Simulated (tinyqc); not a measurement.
# Trap density from two Hall measurements

Question. p-type body, charge-sheet picture, full ionisation (an idealisation for deep acceptors), Boltzmann statistics for free electrons. e = Ec - EF at the surface. psi = Eg - Vt ln(Nv/Na) - e; N_dep = sqrt(2 eps0 eps_r Na (psi - Vt)/q); n_f = sqrt(N_dep^2 + 2 eps0 eps_r Vt Nc exp(-e/Vt)/q) - N_dep; Vg = Vfb + psi + q (N_dep + n_t + n_f)/Cox, Cox = eps0 eox/tox. Find e and n_t at both points and the mean trap density between them.

Values chosen for this exercise; band and dielectric values close to those of 4H silicon carbide:

| symbol | value | unit | meaning |
|---|---|---|---|
| T | 400 | K | temperature |
| Eg | 3.23 | eV | band gap |
| eps_r | 9.6 |  | relative permittivity |
| Nc | 2.6e19 | cm^-3 | conduction-band density of states at T |
| Nv | 3.9e19 | cm^-3 | valence-band density of states at T |
| eox | 3.9 |  | relative permittivity of the insulator |
| tox | 36 | nm | insulator thickness |
| Na | 3.5e16 | cm^-3 | acceptor density |
| Vfb | -2.45 | V | flat-band voltage without trapped charge |

Constants: q = 1.602176634e-19 C, kB = 1.380649e-23 J/K, Vt = kB T/q, eps0 = 8.8541878128e-14 F/cm where lengths are in cm. Results are converted to the units shown.

Vg (V): [2.0175449, 2.3327807]
free sheet density from the Hall effect (cm^-2): [2.5890425e9, 5.3652249e10]

Answer. Each n_f fixes e; what the gate voltage holds beyond psi, N_dep and n_f is trapped; the difference quotient is the density, smeared over a few Vt.

e (eV): [0.259, 0.153]
n_t (cm^-2): [3.78e10, 9.25e10]
mean trap density = 5.16e11 cm^-2 eV^-1

Program tinyqc, `OMP_NUM_THREADS=1 python tinyqc.py 2222238 2222239 out.jsonl`; Intel Xeon 2.30GHz, shared host, one thread, about 0.02 s.
